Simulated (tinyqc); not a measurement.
# Inputs raised by 2 %, one at a time

Model: finite-size error of a charged defect in a periodic cell: Madelung and Makov-Payne terms. Computed by tinyqc, a small Python program. Command: `OMP_NUM_THREADS=1 python tinyqc.py 3029806 3029807 out.jsonl imagecharge sens`. One thread of a shared host (Intel(R) Xeon(R) Processor @ 2.30GHz), about 0.06 s of CPU time with the checks.

L is the cube root of the cell volume. The defect charge is a Gaussian, rho(r) = q (2 pi sigma^2)^(-3/2) exp(-r^2/2 sigma^2), repeated periodically in a uniform neutralising background and screened by a continuum. The model cell energy is E(L) = E_0 + [periodic - isolated electrostatic energy].

Inputs (values chosen for the exercise, for a model uniaxial host): charge q = 1 e; cell length L = 10.7 angstrom; dielectric constant eps_xy = 6.4; dielectric constant eps_z = 4.18; axis ratio c/a = 1.05; width sigma of the defect charge = 1.8 angstrom; formation energy of the isolated defect E_0 = 5.687 eV.

Supercell lattice: hexagonal. Screening: uniaxial.

Constants: e^2/(4 pi eps_0) = 14.39964548 eV angstrom.

Method:
- Cell vectors: (1,0,0), (-1/2,sqrt(3)/2,0), (0,0,c/a), scaled to volume L^3.
- Ewald sum for a unit point charge: scale each Cartesian component of the cell by 1/sqrt(eps_i), giving R', G' and V'; E = [ (1/2) sum erfc(eta R')/R' + (2 pi/V') sum exp(-G'^2/4 eta^2)/G'^2 - eta/sqrt(pi) - pi/(2 V' eta^2) ] e^2/(4 pi eps_0) / sqrt(eps_x eps_y eps_z), over n_i = -6..6, omitting n = (0,0,0), eta = 2/V'^(1/3). alpha = -2 E eps_g L/(e^2/(4 pi eps_0)), eps_g = (eps_x eps_y eps_z)^(1/3).
- Periodic energy of the Gaussian: (2 pi q^2/V) sum_(G != 0) exp(-sigma^2 G^2)/(G.eps.G) x e^2/(4 pi eps_0), n_i = -k..k with k = max(9, L/sigma rounded up). Isolated energy: q^2/(2 sqrt(pi) sigma) <1/(n.eps.n)> e^2/(4 pi eps_0), the mean over directions n (64 Gauss-Legendre points in cos(theta)).

Runs; columns: (1) input moved; (2) from; (3) to; (4) point-charge correction -q^2 E (eV); (5) finite-size error (eV); (6) Madelung constant alpha; (7) isolated energy (eV):
```
(1)                                           (2)     (3)      (4)       (5)     (6)      (7)
base run                                        -       -  0.33292  -0.29447  2.7473  0.40476
cell length L (angstrom)                     10.7  10.914  0.32639  -0.29018  2.7473  0.40476
dielectric constant eps_xy                    6.4   6.528  0.32770  -0.29011  2.7402  0.39930
dielectric constant eps_z                    4.18  4.2636  0.33156  -0.29302  2.7542  0.40225
width sigma of the defect charge (angstrom)   1.8   1.836  0.33292  -0.29289  2.7473  0.39683
axis ratio c/a                               1.05   1.071  0.33116  -0.29310  2.7328  0.40476
```

Exponents ln(y'/y) / ln(x'/x):
```
input                             point-charge correction -q^2 E  finite-size error  Madelung constant alpha  isolated energy
cell length L                                             -1.000             -0.741                    0.000            0.000
dielectric constant eps_xy                                -0.798             -0.753                   -0.131           -0.686
dielectric constant eps_z                                 -0.207             -0.249                    0.127           -0.315
width sigma of the defect charge                           0.000             -0.271                    0.000           -1.000
axis ratio c/a                                            -0.268             -0.235                   -0.268            0.000
```

To which inputs is each result most sensitive?

Among the inputs moved here: point-charge correction -q^2 E answers most in size to cell length L (exponent -1.000), next to dielectric constant eps_xy (-0.798); its exponent is below 0.0005 for width sigma of the defect charge. Its exponent -1.000 in cell length L: the Madelung term goes as 1/L. finite-size error answers most in size to dielectric constant eps_xy (exponent -0.753), and about equally to cell length L (-0.741). Madelung constant alpha answers most in size to axis ratio c/a (exponent -0.268), next to dielectric constant eps_xy (-0.131); its exponent is below 0.0005 for cell length L, width sigma of the defect charge. Isolated energy answers most in size to width sigma of the defect charge (exponent -1.000), next to dielectric constant eps_xy (-0.686); its exponent is below 0.0005 for cell length L, axis ratio c/a. Its exponent -1.000 in width sigma of the defect charge: the self-energy goes as 1/sigma.
